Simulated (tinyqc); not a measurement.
Off-state leakage of single and stacked transistors: two steps of the calculation.

n-channel devices of unit width. Subthreshold current I(Vg, Vs, Vd) = I0 (T/300 K)^0.5 exp[(Vg - Vs - VT(T) - gb (Vs - Vb) + dd (Vd - Vs))/(nf Vt)] (1 - exp(-(Vd - Vs)/Vt)), VT(T) = VT - cT (T - 300 K). Gate-edge tunnelling Ig (Vd/1 V) exp(ag (Vd - 1 V)), for a gate at 0 V, and band-to-band leakage Ab u exp(-Bb/u), u = Vd - Vb + 1 V, flow at a drain held at V; both are taken as independent of T. In a stack of off transistors (all gates at 0 V) the same subthreshold current passes through each.

Inputs (values chosen for the exercise); values of the order met in bulk silicon logic transistors: temperature T = 398 K; supply voltage V = 1 V; threshold at 300 K, zero drain and body bias VT = 0.41 V; fall of the threshold with temperature cT = 0.5 mV/K; current at threshold at 300 K I0 = 0.22 uA/um; slope factor nf = 1.48; drain-induced lowering per volt dd = 0.07; rise of the threshold per volt of source-body bias gb = 0.19; gate-edge tunnelling current at 1 V Ig = 0.0008 uA/um; exponential slope of the gate current ag = 4.4 1/V; prefactor of band-to-band leakage at the drain Ab = 2 uA/(um V); its exponential voltage Bb = 22 V; body voltage Vb = 0 V.

Constants: q = 1.602176634e-19 C, kB = 1.380649e-23 J/K, Vt = kB T/q. Results are converted to the units shown.

Task 1. Leakage of one transistor. Vg = Vs = 0, Vd = V; effective threshold VT(T) - gb Vb - dd V.

Find: effective threshold; parts; total; shares.

Result 1.

effective threshold = 0.29100 V
parts (nA/um): subthreshold 0.82041, gate edge 0.80000, band-to-band 0.066807
total = 1.6872 nA/um
shares (%): subthreshold 48.625, gate edge 47.415, band-to-band 3.9596

The subthreshold part is the largest.

Task 2. New Vx. Stack of two, Vx the node between them: I_low = I(0, 0, Vx), I_up = I(0, Vx, V), f = ln(I_up/I_low), f' = -(1 + gb + 2 dd)/(nf Vt) - 1/(Vt (exp(Vx/Vt) - 1)) - 1/(Vt (exp((V - Vx)/Vt) - 1)), Vx(new) = Vx - f/f'.

Vx after iteration 1 = 0.059749271 V

Wanted: I_low; I_up; f; f'; Vx after iteration 2.

Result 2.

I_low = 0.18504 nA/um
I_up = 0.18617 nA/um
f = 0.0060558
f' = -32.393 1/V
Vx after iteration 2 = 0.059936 V

Computed by the program tinyqc: `OMP_NUM_THREADS=1 python tinyqc.py 2242136 2242137 out.jsonl`, one thread of a shared Intel Xeon 2.30GHz, about 0.03 s for the whole run.
